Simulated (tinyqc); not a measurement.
Fermi level and growth conditions: formation energy of a charged point defect from supercell energies. Computed by tinyqc, a small Python program. Command: `OMP_NUM_THREADS=1 python tinyqc.py 3015367 3015368 out.jsonl formation walk`. One thread of a shared host (Intel(R) Xeon(R) Processor @ 2.30GHz), about 0.01 s of CPU time with the checks.

The host is a compound AB. Making the defect adds n_A = -1, n_B = 0, n_X = 1 atoms to the cell. All total energies are inputs. E_F is counted from the valence-band maximum (VBM); x = 0 is A-rich and x = 1 B-rich growth.

Inputs (values chosen for the exercise, for a model compound AB): gap E_g = 2.08 eV; E_VBM of the host cell = 1.421 eV; potential alignment dV = 0.0031 eV; dielectric constant eps = 10.8; cell length L = 14.8 angstrom; mu_A of the pure element = -3.046 eV; formation enthalpy dH of AB = -1.64 eV; growth condition x = 0.47; mu_X of the pure element = -2.3 eV; formation enthalpy of XB = -1.6 eV.

Defect: impurity X on an A site. Supercell lattice: bcc.

charge states q: [2, 1, 0, -1, -2]

E(defect, q) - E(host), in the order of q (eV): [0.236, 2.974, 5.485, 8.234, 10.74]

Constants: e^2/(4 pi eps_0) = 14.39964548 eV angstrom.

Method:
- dmu_A = x dH and dmu_B = (1 - x) dH, so that dmu_A + dmu_B = dH; mu = mu(element) + dmu. The impurity is held at its solubility limit: dmu_X = min(0, dH(XB) - dmu_B).
- The reservoir term is sum n_i mu_i.
- Image-charge correction of a point charge in a neutralising background: E_corr = q^2 alpha e^2/(4 pi eps_0) / (2 eps L), alpha = 2.888462 for a bcc array with L the cube root of the volume.
- E_f(q, E_F) = [E(defect, q) - E(host)] - sum n_i mu_i + q (E_VBM + dV + E_F) + E_corr(q).
- Each entry is the lowest E_f over q.

E_f(q, 0) (eV): (q=+2) 2.81863, (q=+1) 3.74221, (q=0) 4.69900, (q=-1) 6.15401, (q=-2) 7.62623

sum n_i mu_i = 0.786 eV

Lowest formation energy (eV):
```
E_F (eV)  stable q  A-rich, x = 0  x = 0.5  B-rich, x = 1
0.00            +2         2.8586   2.8186         2.8186
0.26            +2         3.3786   3.3386         3.3386
0.52            +2         3.8986   3.8586         3.8586
0.78            +2         4.4186   4.3786         4.3786
1.04             0         4.7390   4.6990         4.6990
1.30             0         4.7390   4.6990         4.6990
1.56            -2         4.5462   4.5062         4.5062
1.82            -2         4.0262   3.9862         3.9862
2.08            -2         3.5062   3.4662         3.4662
```

What does the comparison show, and why?

Going from A-rich to B-rich growth shifts every line by -0.040 eV and moves no transition level. The slope of the envelope is the stable charge, so E_f is highest in the rows from E_F = 1.04 to 1.30 eV, where the neutral state is stable, and it falls on both sides: the defect is amphoteric and compensates either doping. Caution: the largest image-charge correction in these energies, q^2 alpha e^2/(8 pi eps_0 eps L) with alpha = 2.888462, exceeds a quarter of the gap; the point-charge term alone is then a rough estimate, usually too large for a charge that is spread out.

Extremes, crossings and ranges named in words are read from the listed rows.
